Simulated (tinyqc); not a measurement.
Comparisons within one model: donor near an oxide interface in a gate field (two-state model). A value that a table varies takes the place of the one given here.

Interface at z = 0 (hard wall), donor at z = d, field F pulling electrons to the interface: potential e F z; 1 kV/cm = 1e-5 eV/angstrom, c = hbar^2/2m0, q = e^2/(4 pi eps0), Q = (eps - eo)/(eps + eo). Donor state: E_D = e F d - ED - q Q/(4 eps d), the last term joining the images of ion and electron. Interface state: z exp(-b z/2) exp(-rho^2/(2 L^2)) with E_z = c b^2/(4 mz) + 3 e F/b + q Q b/(8 eps), minimised over b; in the plane at z = 3/b the ion (distance D = d - 3/b) and its image (D' = d + 3/b) give E_rho = c/(mt L^2) - (q/eps)(sqrt(pi)/L)[erfcx(D/L) + Q erfcx(D'/L)], erfcx(x) = exp(x^2) erfc(x), minimised over L. E_I = E_z + E_rho.

The two states couple by t = t0 exp(-D/aD) with t0 = q/(eps aD) (2 aD/L) sqrt(aD b/2) v, v a valley factor; this form is an estimate. With detuning u = E_D - E_I the splitting is sqrt(u^2 + 4 t^2) and the lower state has weight (1 - u/sqrt(u^2 + 4 t^2))/2 on the donor.

Constants: hbar^2/2m0 = 3.80998211 eV angstrom^2; e^2/(4 pi eps0) = 14.39964547 eV angstrom.

Values chosen for the exercise (near those of a donor in Si below SiO2, static dielectric constants; not measured data): d = 90 angstrom (depth of the donor); ED = 52.9 meV (bulk binding energy); mz = 0.898 m0 (mass across the interface); mt = 0.188 m0 (mass in the plane); eps = 11.3 (dielectric constant of the semiconductor); eo = 3.9 (dielectric constant of the oxide); aD = 15.8 angstrom (donor radius); v = 0.32 (valley factor); Fl = (89.715, 93.392, 94.863, 95.598, 96.334, 97.805, 101.482) kV/cm (fields); dl = (65, 90, 120, 155, 200, 250) angstrom (depths).

## Sweeping the field

Both levels, the splitting, the donor weight and the mean depth w d + (1 - w) 3/b.

Results:
```
F (kV/cm)  E_D (meV)  E_I (meV)  splitting (meV)  donor weight  mean depth (angstrom)
89.715        26.120     29.543             3.45         0.996                   89.7
93.392        29.430     30.719             1.36         0.972                   88.4
94.863        30.753     31.184            0.617         0.849                   81.0
95.598        31.415     31.415            0.440         0.500                   60.1
96.334        32.077     31.646            0.615         0.149                   39.0
97.805        33.401     32.105             1.37         0.026                   31.4
101.482       36.711     33.239             3.50         0.004                   29.7
```

E_D rises by 0.90 and E_I by 0.31 meV per kV/cm, so they cross once, near 95.6 kV/cm, where the splitting is 2t = 0.44 meV. The donor weight passes from 0.85 to 0.15 while the detuning goes from -2t to 2t, a window of 1.5 kV/cm or 1.6 % of the field; across the table the charge moves by 60 angstrom.

## Depth of the donor

Critical field, and the coupling, E_rho and L at that field.

Results:
```
d (angstrom)  critical field (kV/cm)  e F d/ED  t (meV)  E_rho (meV)  L (angstrom)
65                             147.8     1.816      1.1       -20.71            59
90                              95.6     1.626     0.22       -15.63            74
120                             66.5     1.508    0.033       -12.11            91
155                             48.7     1.427   0.0037        -9.63           109
200                             36.1     1.363  0.00023        -7.64           130
250                             27.9     1.317  1.0e-05        -6.23           153
```

The critical field falls from 148 to 28 kV/cm, with exponent -1.24 in d, while t drops by a factor 1.1e+05, about e for each 16 angstrom at the end (aD = 15.8). One lattice plane (1.36 angstrom) of misplacement changes t by 8 % and the critical field by about 1.4 % at 120 angstrom.

## What each parameter does

Critical field (E_D = E_I), and t and L there. Each row changes one parameter from the base and keeps the others.

Results:
```
case                critical field (kV/cm)  t (meV)  L (angstrom)
base                                  95.6    0.220          74.2
d = 80 angstrom                      111.5    0.417          68.3
ED = 58.9 meV                        105.7    0.208          74.8
aD = 17.4 angstrom                    95.6    0.327          74.2
mz = 0.763 m0                         98.4    0.233          73.7
mt = 0.216 m0                         94.7    0.234          70.1
eo = 5.8                              92.9    0.208          76.1
eps = 12                              96.9    0.201          76.0
```

The largest shifts from the base row, up to three for each result and ties (the steps differ in size, so this ranks the rows, not the parameters). critical field (kV/cm): d +15.9, ED +10.1, mz +2.8; unchanged at the printed digits by aD. t (meV): d +0.197, aD +0.107, eps -0.0195. L (angstrom): d -5.9, mt -4.1, eo +1.8, eps +1.8; unchanged at the printed digits by aD.

tinyqc: `OMP_NUM_THREADS=1 python tinyqc.py 1282190 1282191 out.jsonl`; about 0.04 s, one thread, shared Intel(R) Xeon(R) Processor @ 2.30GHz.
